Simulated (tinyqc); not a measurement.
Interface states from two metals.

Problem. Schottky barriers follow phi = S (pM - chi) + (1 - S) E0, S = 1/(1 + q Ds dl/(eps0 ei)). Find S, E0 and Ds.

Parameters, values chosen for the exercise; material values close to those of gallium arsenide:

| symbol | value | unit | meaning |
|---|---|---|---|
| chi | 4 | eV | electron affinity |
| dl | 0.52 | nm | thickness of the interface layer |
| ei | 1 |  | its relative permittivity |

Constants: q = 1.602176634e-19 C, eps0 = 8.8541878128e-14 F/cm where lengths are in cm. Results are converted to the units shown.

phi for pM = 4.14 and 4.98 eV (eV): [0.48198104, 0.74745289]

Answer. The slope is S, and either point then gives E0.

S = 0.3160
E0 = 0.6400 eV
Ds = 2.300e13 cm^-2 eV^-1

tinyqc, about 0.01 s, one thread, Intel Xeon 2.30GHz (shared host): `OMP_NUM_THREADS=1 python tinyqc.py 2430166 2430167 out.jsonl`
